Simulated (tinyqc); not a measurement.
Comparisons within one model: six-band hole subbands of a thin body in a field. A value that a table varies takes the place of the one given here.

Basis X, Y, Z times spin, hole energies counted downwards from the unstrained edge (the hydrostatic shift is left out), c = hbar^2/2m0. For a symmetric tensor T let C(T) have C_XX = L Txx + M (Tyy + Tzz), C_XY = N Txy (cyclic), L = c (g1 + 4 g2), M = c (g1 - 2 g2), N = 6 c g3. k = q + kz n, n the unit normal, q = k1 u + k2 v with u along the channel [1-10] and v = n x u. H = C(k k^T) + (Dso/3)(1 - L.sigma) - B + e F z with (L_k)_ij = -i epsilon_kij; B is the block C built from the traceless strain with 2b, -b and sqrt(3) d in place of L, M, N. Strain: exx = eyy = (s11 + s12) sx/2, ezz = s12 sx, exy = -s44 sx/4. Hard walls at z = 0 and t; basis sin(j pi z/t), j = 1 to Nz: kz^2 = (j pi/t)^2, kz = -i D with D_jl = 4 j l/(t (j^2 - l^2)), z_jj = t/2 and z_jl = -8 t j l/(pi (j^2 - l^2))^2 for j + l odd; 1 MV/cm = 0.01 eV/angstrom.

Nz = 14. E1 is the top subband at q = 0, gap the distance to the next pair, and the masses are c q^2/(E(q) - E1) at |q| = 0.02 1/angstrom (mean of the spin pair) along the channel [1-10] and across it in the plane; a dash marks a band that does not rise.

Constants: hbar^2/2m0 = 3.80998211 eV angstrom^2.

Values chosen for the exercise (near those of a p-type Ge channel; the results hold for these values, not for the real material): g1 = 13.32 (Luttinger gamma1); g2 = 4.23 (gamma2); g3 = 5.69 (gamma3); Dso = 0.289 eV (spin-orbit splitting); b = -2.6 eV (tetragonal potential); d = -5.25 eV (trigonal potential); S = (9.73, -2.67, 15.05) 1/TPa (compliances s11, s12, s44); face = 110 (surface); t = 95 angstrom (body thickness); F = 0.2 MV/cm (field across the body); sx = -1.5 GPa (stress along the channel [1-10], negative in compression).

## Stress along the channel

Each row has its own sx.

Results:

| sx (GPa) | E1 (meV) | gap (meV) | m channel | m across |
|---|---|---|---|---|
| -3.0 | -40.4 | 37.9 | 0.038 | 0.186 |
| -2.0 | 3.5 | 39.3 | 0.040 | 0.177 |
| -1.0 | 43.6 | 41.8 | 0.045 | 0.160 |
| -0.5 | 60.9 | 43.9 | 0.050 | 0.146 |
| 0.0 | 74.7 | 46.8 | 0.058 | 0.127 |
| 0.5 | 83.0 | 50.5 | 0.072 | 0.105 |
| 1.0 | 84.2 | 55.9 | 0.100 | 0.083 |

Under 2 GPa of compression the channel mass goes from 0.058 to 0.040 m0, the mass across from 0.127 to 0.177; the gap to the next subband is 39, 47 and 56 meV at -2, 0 and +1 GPa. The lightest channel mass of the table, 0.038 m0, is at -3.0 GPa.

## Surface orientation and number of bands

Three faces, six bands; and four bands, with Dso set to 1000 eV.

Results:

| case | E1 (meV) | gap (meV) | m channel | m across |
|---|---|---|---|---|
| (001) 6 bands | 57.0 | 82.6 | 0.051 | 0.247 |
| (001) 4 bands | 68.3 | 83.1 | 0.063 | 0.123 |
| (110) 6 bands | 24.3 | 40.3 | 0.042 | 0.170 |
| (110) 4 bands | 55.9 | 61.5 | 0.050 | 0.116 |
| (111) 6 bands | 35.1 | 54.7 | 0.048 | 0.173 |
| (111) 4 bands | 49.8 | 54.9 | 0.059 | 0.085 |

With six bands the top subband is shallowest on (110) (24.3 meV) and deepest on (001). Without the stress E1 would be 98.4, 74.7 and 72.3 meV, so the stress moves it by -41.4, -50.4 and -37.2 meV. The lightest channel mass is on (110) (0.042 m0). Dropping the split-off band moves E1 by 11.3, 31.6 and 14.7 meV and the gap by 0.5, 21.2 and 0.1 meV on the three faces, with Dso = 289 meV.

## What each parameter does

Six bands. Each row changes one parameter from the base and keeps the others.

Results:

| case | E1 (meV) | gap (meV) | m channel (m0) | m across (m0) |
|---|---|---|---|---|
| base | 24.3 | 40.3 | 0.042 | 0.170 |
| t = 85 angstrom | 24.3 | 40.5 | 0.042 | 0.169 |
| F = 0.5 MV/cm | 71.6 | 67.1 | 0.042 | 0.178 |
| sx = -2 GPa | 3.5 | 39.3 | 0.040 | 0.177 |
| g3 = 5.29 | 38.7 | 56.8 | 0.043 | 0.158 |
| g2 = 4.86 | 31.0 | 49.5 | 0.045 | 0.185 |
| Dso = 0.433 eV | 33.5 | 45.3 | 0.044 | 0.154 |
| d = -4.2 eV | 33.1 | 40.7 | 0.043 | 0.170 |

The largest shifts from the base row, up to three for each result and ties (the steps differ in size, so this ranks the rows, not the parameters). E1 (meV): F +47.4, sx -20.7, g3 +14.5; unchanged at the printed digits by t. gap (meV): F +26.8, g3 +16.5, g2 +9.1. m channel (m0): g2 +0.003, sx -0.002, Dso +0.002; unchanged at the printed digits by t and F. m across (m0): Dso -0.016, g2 +0.015, g3 -0.012; unchanged at the printed digits by d.

Computed by tinyqc, a small Python program: `OMP_NUM_THREADS=1 python tinyqc.py 1282380 1282381 out.jsonl` (the numbers bound the seed that draws the inputs); one thread of a shared host (Intel(R) Xeon(R) Processor @ 2.30GHz), about 0.3 s for the whole set of steps.
